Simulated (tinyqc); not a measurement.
# Raman shift of the zone-centre optical phonon of a diamond-structure crystal under stress, step by step

A worked calculation. Computed by tinyqc, a small Python program that keeps every step. Command: `OMP_NUM_THREADS=1 python tinyqc.py 3012257 3012258 out.jsonl ramanstress walk`. One thread of a shared host (Intel(R) Xeon(R) Processor @ 2.30GHz), about 0.01 s of CPU time with the checks. Intermediate numbers are printed to about 7 digits and carried at full precision; extremes and crossings named in words are read from the listed rows.

Axes x, y, z are the cube axes. Strain shifts the threefold optical mode and can split it; p, q and r are the phonon deformation potentials.

Inputs (values chosen for the exercise, modelled on germanium): unstrained frequency omega_0 = 300.3 1/cm; p/omega_0^2 = -1.41; q/omega_0^2 = -1.85; r/omega_0^2 = -1.08; C11 = 128.3 GPa; C12 = 48.82 GPa; C44 = 67.05 GPa; stress sigma (tension positive) = 1.6 GPa; polarisation angle phi = 20 degree; temperature coefficient d omega/dT = -0.017 1/(cm K); local temperature T = 450 K; laser wavelength = 532 nm.

Stress state: uniaxial. Axis: [110].

Constants: h = 6.62607015e-34 J s; c = 299792458 m/s; k_B = 1.380649e-23 J/K.

## Compliances

S11 = (C11 + C12)/D, S12 = -C12/D, D = (C11 - C12)(C11 + 2 C12), S44 = 1/C44.

S11 = 9.863172 1/TPa

S12 = -2.718609 1/TPa

S44 = 14.91424 1/TPa

## Stress and strain tensors

Uniaxial stress along the unit vector n of the axis: sigma_ij = sigma n_i n_j. eps_xx = S11 sigma_xx + S12 (sigma_yy + sigma_zz), and cyclic; eps_xy = S44 sigma_xy/2 (tensor strain).

stress (GPa), rows x, y, z:
$$\begin{pmatrix}
0.8 & 0.8 & 0.0 \\
0.8 & 0.8 & 0.0 \\
0.0 & 0.0 & 0.0
\end{pmatrix}$$

strain (per mille), rows x, y, z:
$$\begin{pmatrix}
5.715650 & 5.965697 & 0.000000 \\
5.965697 & 5.715650 & 0.000000 \\
0.000000 & 0.000000 & -4.349775
\end{pmatrix}$$

volume strain = 7.081526 per mille

## Secular matrix and shifts

Secular matrix: M_xx = p eps_xx + q (eps_yy + eps_zz), M_xy = 2 r eps_xy; its eigenvalues are omega^2 - omega_0^2, and the shifts are these over 2 omega_0.

M/(2 omega_0) (1/cm), rows x, y, z:
$$\begin{pmatrix}
-1.589478 & -1.934819 & 0.000000 \\
-1.934819 & -1.589478 & 0.000000 \\
0.000000 & 0.000000 & -2.254461
\end{pmatrix}$$

shifts, in rising order (1/cm): [-3.524297, -2.254461, 0.345340]

All three modes are split. The shifts differ in sign.

## Mean shift and Grueneisen parameter

gamma = -(p + 2q)/(6 omega_0^2); the mean of the three shifts is -gamma omega_0 x (volume strain).

mode Grueneisen parameter gamma = 0.8516667

mean shift = -1.811139 1/cm

## The line seen from a (001) surface

Backscattering from a (001) surface: incident polarisation (cos phi, sin phi, 0). With Raman tensors (R_z)_xy = (R_z)_yx = 1 and cyclic, only the z component u_z of a mode counts: I = u_z^2 sin^2(2 phi) for parallel and u_z^2 cos^2(2 phi) for crossed polarisers. An unresolved line sits at the intensity-weighted shift, which is M_zz/(2 omega_0).

total intensity, parallel = 0.4131759

total intensity, crossed = 0.5868241

shift of the observed line = -2.254461 1/cm

shift per stress = -1.409038 1/(cm GPa)

stress per shift = -709.7041 MPa cm

The z-polarised mode is an eigenmode here, so one line is seen.

## The same stress in different states

Uniaxial: sigma n n^T; biaxial: sigma (1 - n n^T); hydrostatic: sigma 1. The line seen from (001) is taken as unresolved, at the intensity-weighted shift M_zz/(2 omega_0).

Shifts (1/cm):
```
state                     lowest     middle    highest  line seen from (001)
uniaxial [100]         -2.254461  -2.254461  -0.924496             -2.254461
uniaxial [110]         -3.524297  -2.254461   0.345340             -2.254461
uniaxial [001]         -2.254461  -2.254461  -0.924496             -0.924496
uniaxial [111]         -4.390898  -0.521260  -0.521260             -1.811139
biaxial, normal [001]  -4.508922  -3.178957  -3.178957             -4.508922
biaxial, normal [111]  -4.912158  -4.912158  -1.042520             -3.622278
hydrostatic            -5.433418  -5.433418  -5.433418             -5.433418
```

Seen from (001), uniaxial stress along [100] and along [110] give the same shift (-2.254), and equal biaxial stress in the plane gives twice as much (-4.509), since only sigma_xx + sigma_yy and sigma_zz enter M_zz. Stress along [001] gives -0.924. One measured shift therefore fixes the stress only once its state is assumed: read as uniaxial in the plane, a shift implies twice the stress that it does read as biaxial.

## Heating mistaken for stress

A temperature above 300 K shifts the line by (d omega/dT)(T - 300 K); divided by the shift per stress it poses as a stress; the total shift adds it to the shift of the observed line. The anti-Stokes to Stokes ratio is [(omega_L + omega_0)/(omega_L - omega_0)]^3 exp(-h c omega_0/(k_B T)) in photon counts, omega_L = 1/wavelength, resonance effects left out.

thermal shift = -2.55 1/cm

apparent stress from heating = 1.809745 GPa

total shift = -4.804461 1/cm

anti-Stokes/Stokes ratio = 0.4213549

Heating poses as tension, 113 % of the true stress in size; the intensity ratio gives T apart from the shift.

Checks made by the program: mean of the eigenvalues against the trace rule (relative difference below 1e-10); weighted mean of the modes against M_zz (relative difference below 1e-10).
